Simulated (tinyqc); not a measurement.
Thickness series: Landau-Devonshire theory of a uniaxial ferroelectric. Computed by tinyqc, a small Python program. Command: `OMP_NUM_THREADS=1 python tinyqc.py 3006039 3006040 out.jsonl ferro walk`. One thread of a shared host (Intel(R) Xeon(R) Processor @ 2.30GHz), about 0.01 s of CPU time with the checks.

G(P) = (alpha/2) P^2 + (beta*/4) P^4 + (gamma/6) P^6 - E P per volume, SI units, one domain, P along the polar axis.

Inputs (values chosen for the exercise, modelled on barium titanate):
```
quantity,value,unit
alpha_0,665000,J m/(C^2 K)
Curie-Weiss temperature T0,381,K
beta,-8.04e+08,J m^5/C^4
gamma,1.73e+10,J m^9/C^6
temperature T,342,K
film thickness d,5.8,nm
screening length lambda,0.0067,nm
background permittivity eps_b,8,-
series capacitance C_d,1.9,microfarad/cm^2
```

Sample: free crystal.

Constants: eps_0 = 8.8541878128e-12 F/m.

Method:
- alpha = alpha_0 (T - T0*), T0* = T0, beta* = beta.
- Ps^2 = [-beta* + sqrt(beta*^2 - 4 alpha gamma)]/(2 gamma).
- chi = 1/(eps_0 G''), G'' = alpha + 3 beta* P^2 + 5 gamma P^4 at Ps. Ps, chi and the coercive field are for perfect screening, without a depolarising field. The intrinsic coercive field is |alpha P + beta* P^3 + gamma P^5| at the P_c where G'' = 0. 1 C/m^2 = 100 microcoulomb/cm^2.
- Between shorted electrodes with screening length lambda each, the depolarising field is -k P, k = 2 lambda/(eps_0 (d + 2 lambda eps_b)), so alpha turns into alpha + k.
- The polar state is the lowest uniform state while alpha + k < 0 (beta* > 0) or < 3 beta*^2/(16 gamma) (beta* < 0); setting the equality gives the critical thickness d_c.
- Domains are left out, though they can pre-empt both the loss of P and the state at P = 0. The second and third columns are for the shorted capacitor, polar only where it is the lowest uniform state: alpha + k < 0 (beta* > 0) or < 3 beta*^2/(16 gamma) (beta* < 0). The last column is another circuit, the film in series with C_d at P = 0: 1/C = (alpha d)/(1 + alpha eps_0 eps_b) + 1/C_d, and P = 0 is locally stable while 1/C > 0; a dash marks the rest.

alpha = -2.59350e+07 J m/C^2

beta* = -8.04e+08 J m^5/C^4

critical thickness d_c = 45.8359 nm

spontaneous polarisation Ps = 26.1521 microcoulomb/cm^2

Against thickness:
```
d (nm),P (microcoulomb/cm^2),depolarising field (MV/m),C of the stack / C_d
1,0.000,0.0000,1.0005
2,0.000,0.0000,1.0010
3,0.000,0.0000,1.0015
5,0.000,0.0000,1.0025
8,0.000,0.0000,1.0040
15,0.000,0.0000,1.0075
30,0.000,0.0000,1.0150
60,21.771,5.4815,1.0305
150,24.779,2.4982,1.0800
```

What does the comparison show, and why?

The polar state appears between 30 and 60 nm (d_c = 45.8 nm), and at 150 nm P is 94.7 % of Ps. The stack exceeds C_d wherever it is stable, up to 1.08 times: the ferroelectric held at P = 0 acts as a negative capacitance.

Extremes, crossings and ranges named in words are read from the listed rows.
